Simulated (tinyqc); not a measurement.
How errors in the targets pass to the parameters: fitting sp3s* parameters to three gaps by Newton steps.

J:
```
            Vss    Vsapc     Vpaxc
Gamma  -0.91041  0.00000   0.00000
X       0.00000  0.49817   0.00000
L      -0.24048  0.31376  -0.12685
```

The gaps at Gamma, X and L of an sp3s* model are fitted with Vss, Vsapc and Vpaxc; J holds the derivatives of the gaps by these parameters at the start. The change of each parameter for +10 meV on one target is 10 J^-1, in meV.

Shifts (meV):
```
target raised    Vss  Vsapc  Vpaxc
Gamma          -11.0    0.0   20.8
X                0.0   20.1   49.7
L                0.0    0.0  -78.8
```

root sum of squares (meV): Vss 11.0, Vsapc 20.1, Vpaxc 95.5

Independent errors of 10 meV leave Vpaxc least certain (95 meV) and Vss best fixed (11.0 meV). The largest single entry, 79 meV, comes from the target at L.

Computed by tinyqc, a small Python program: `OMP_NUM_THREADS=1 python tinyqc.py 1481780 1481781 out.jsonl` (the numbers bound the seed that draws the inputs); one thread of a shared host (Intel(R) Xeon(R) Processor @ 2.30GHz), about 0.1 s for the whole set of steps.
